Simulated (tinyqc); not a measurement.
Thermal and gravitational stress in a wafer during furnace and rapid thermal processing, and the onset of slip: one step, computed by the program tinyqc.

A thin free disc in plane stress, isotropic; T(r) = T_centre + dT (r/R)^n. Stress is positive in tension; sigma_SB = 5.670374419e-8 W/(m^2 K^4), g = 9.80665 m/s^2.

Task: Ramp rate in a batch furnace. Critical resolved stress tau_c = A exp(U/(k_B T)), a form chosen for the exercise; slip when 0.492799 |s_tt(R)| > tau_c; allowed |dT| = tau_c (n + 2)/(0.492799 n alpha E). In a stack heated from the rim, heat flows inward by conduction and by radiation between wafers: k_eff = k + (16/3) sigma_SB T^3 s^2/t (a diffusion estimate with the spacing as path length). A steady ramp gives the parabolic lag dT = rho c (ramp) R^2/(4 k_eff); the allowed ramp uses n = 2.

Inputs (values chosen for the exercise, modelled on silicon):

| quantity | value | unit |
|---|---|---|
| wafer radius R | 100 | mm |
| thickness t | 725 | micrometre |
| Young's modulus E | 153 | GPa |
| expansion alpha | 4.27 | 1e-6/K |
| temperature T | 1150 | K |
| prefactor A of the critical stress | 0.00031 | MPa |
| energy U of the critical stress | 1.1 | eV |
| density rho | 2330 | kg/m^3 |
| heat capacity c | 962 | J/(kg K) |
| conductivity k | 23 | W/(m K) |
| wafer spacing s | 11 | mm |
| ramp rate | 22 | K/min |

Constants: k_B = 8.617333262e-05 eV/K.

Give: k_eff; lag of the centre; allowed ramp rate.

Result:

k_eff = 99.763 W/(m K)

lag of the centre = 20.596 K

allowed ramp rate = 136.12 K/min

Radiation carries 77 % of the inward flow. The ramp is 0.16 of the allowed one.
